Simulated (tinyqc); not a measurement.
Raising U: Hubbard chain of 4 sites, mean field against exact. Computed by the program tinyqc. Collinear unrestricted mean field (the lowest of 40 random starts) against exact diagonalisation.

one-body matrix (hopping and site energies) (eV):
```
         1        2        3        4
1   0.1400  -0.8500   0.0000   0.0000
2  -0.8500  -0.0800  -0.8500   0.0000
3   0.0000  -0.8500   0.4000  -0.8500
4   0.0000   0.0000  -0.8500   0.1300
```

electrons, up and down: 2  2

Exact and mean-field results (eV):

| U | U/t | E exact | E mean field | mean \|n_up - n_down\| | double occupancy, exact | first gap in the sector |
|---|---|---|---|---|---|---|
| 0.420 | 0.494 | -2.83846 | -2.81748 | 0.000 | 0.228 | 0.920 |
| 0.850 | 1.000 | -2.46991 | -2.38378 | 0.000 | 0.201 | 0.820 |
| 1.700 | 2.000 | -1.86870 | -1.55011 | 0.390 | 0.154 | 0.663 |
| 2.550 | 3.000 | -1.41486 | -0.98759 | 0.693 | 0.115 | 0.546 |
| 3.400 | 4.000 | -1.07659 | -0.63645 | 0.818 | 0.086 | 0.457 |
| 6.800 | 8.000 | -0.36115 | -0.04214 | 0.953 | 0.031 | 0.264 |
| 10.200 | 12.000 | -0.06340 | 0.16654 | 0.979 | 0.015 | 0.182 |
| 17.000 | 20.000 | 0.19155 | 0.33533 | 0.992 | 0.006 | 0.111 |

Estimate the missing row, U = 5.1.

Computed row:
```
U        U/t   E exact  E mean field  mean |n_up - n_down|  double occupancy, exact  first gap in the sector
5.100  6.000  -0.63015      -0.24676                 0.917                    0.050                    0.337
```

In absolute terms mean field is worst at U/t = 4.0, 0.440 eV too high: at small U it is nearly exact, and at large U it misses only exchange-scale energies. Its local moments set in at U/t = 2.0 of those listed, a broken symmetry that the exact state of a finite cluster with equal spins does not have. Relative to the exact energy its error is 0.7 % at the smallest U, 363 % at most and 75 % at the largest. The double occupancy falls from 0.228 to 0.006.
